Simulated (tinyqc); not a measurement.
# Changing the fraction x of B

Model: order-disorder in a binary alloy on two sublattices: Bragg-Williams and pair (quasi-chemical) approximations. Computed by tinyqc, a small Python program. Command: `OMP_NUM_THREADS=1 python tinyqc.py 3001864 3001865 out.jsonl order sweep`. One thread of a shared host (Intel(R) Xeon(R) Processor @ 2.30GHz), about 0.01 s of CPU time with the checks.

All z = 8 neighbours of a site lie on the other sublattice. B fills the sublattices with x + eta/2 and x - eta/2; energies are per site, from the pure components: u = -z w y with y the probability of an A-B bond taken in one order.

Inputs (values chosen for the exercise, for a model alloy): ordering energy w = (e_AA + e_BB)/2 - e_AB = 36.3 meV; temperature T = 1190 K.

Lattice: bcc (B2 order, z = 8). Method: Newton steps.

scattering factors f_A, f_B (electrons): 28  73

Constants: k_B = 8.617333262e-05 eV/K.

Method:
- Bragg-Williams: k_B T_c = 2 z w x (1 - x). Pair approximation at x = 1/2: k_B T_c = w/ln(z/(z - 2)).
- Bragg-Williams: u = -z w [x (1 - x) + eta^2/4]; minimising f gives ln[a (1 - b)/(b (1 - a))] = 2 z w eta/(k_B T) =: ln Q, a = x + eta/2, b = x - eta/2. For given Q this is a quadratic for eta, (Q - 1) eta^2/4 - (Q + 1) eta/2 + (Q - 1) x (1 - x) = 0, smaller root: the map eta -> phi(eta).
- Newton steps on phi(eta) - eta, with the slope by central differences of 1e-6; start at 0.999 times 2x; stop when |phi - eta| < 1e-10.
- a = x + eta/2, b = x - eta/2; u = -z w [x (1 - x) + eta^2/4]; s/k_B = [s2(a) + s2(b)]/2, s2(c) = -c ln c - (1 - c) ln(1 - c); gain on ordering = f(eta) - f(0), f = u - T s. Superlattice over fundamental intensity = [eta (f_B - f_A)/2]^2/[(1 - x) f_A + x f_B]^2.
- Quasi-chemical disordered state, with T here the Bragg-Williams T_c and not the input T: y^2/[(1 - x - y)(x - y)] = exp(2 w/(k_B T)) =: E, so y = 2 x (1 - x)/(1 + r), r = sqrt(1 - 4 x (1 - x)(1 - 1/E)); Warren-Cowley alpha = 1 - y/(x (1 - x)); u = -z w y.

One run for each value; columns: (1) fraction x of B; (2) order parameter eta; (3) T_c, Bragg-Williams (K); (4) B fraction on its own sublattice; (5) B fraction on the A sublattice; (6) alpha of the disordered state at the Bragg-Williams T_c:
```
(1)       (2)     (3)      (4)      (5)       (6)
0.26  0.27904  1296.8  0.39952  0.12048  -0.11410
0.30  0.42969  1415.4  0.51484  0.08516  -0.11767
0.34  0.54572  1512.4  0.61286  0.06714  -0.12028
0.38  0.64452  1587.9  0.70226  0.05774  -0.12215
0.42  0.72937  1641.8  0.78469  0.05531  -0.12340
0.46  0.79500  1674.2  0.85750  0.06250  -0.12412
0.50  0.82257  1685.0  0.91129  0.08871  -0.12435
```

Over the rows, order parameter eta rises from 0.279 to 0.823 (exponent d ln y / d ln x 3.0 between the first rows and 0.41 between the last); T_c, Bragg-Williams (K) rises from 1300 to 1680 (exponent d ln y / d ln x 0.61 between the first rows and 0.077 between the last); B fraction on its own sublattice rises from 0.400 to 0.911 (exponent d ln y / d ln x 1.8 between the first rows and 0.73 between the last).  Left out: 0.220 (T is above the Bragg-Williams T_c).

Caution (all rows): T is near or above the T_c of the better pair approximation, so the true long-range order is lower than Bragg-Williams gives.
